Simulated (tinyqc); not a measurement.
What moves the moment: Stoner model of a band ferromagnet.

Density of states per atom and spin: triangular, D(e) = (4 M/W^2) (W/2 - |e|). Levels e -/+ I m/2 for up and down spin, m = n_up - n_down, n_up + n_down = nd. At zero temperature e(N) is the energy below which N states lie, and E(m) = sum over spins of integral e D de - I m^2/4.

Parameters, chosen for this exercise:
- W = 5.1 eV (band width, e from -W/2 to W/2)
- M = 5 (states per atom and spin)
- nd = 9.18 (electrons per atom)
- I = 1.3 eV (Stoner parameter)

Lowest state for each case.

Results for these values:

| case | I D(EF) | m (muB) | E - E(0) (meV) |
|---|---|---|---|
| base | 1.032 | 0.394 | -0.8 |

What happens to each result for W = 4.692 eV, all else kept?

Answer: I D(EF) rises from 1.032 to 1.122; m rises from 0.394 to 0.663; E - E(0) falls from -0.8 to -8.9.

The same for each parameter in turn:

| case | I D(EF) | m (muB) | E - E(0) (meV) |
|---|---|---|---|
| base | 1.032 | 0.394 | -0.8 |
| W = 4.692 eV | 1.122 | 0.663 | -8.9 |
| I = 1.404 eV | 1.115 | 0.650 | -8.7 |
| nd = 8.88 | 1.206 | 1.039 | -37.3 |

tinyqc: `OMP_NUM_THREADS=1 python tinyqc.py 1681607 1681608 out.jsonl`; about 0.8 s, one thread, shared Intel(R) Xeon(R) Processor @ 2.30GHz.
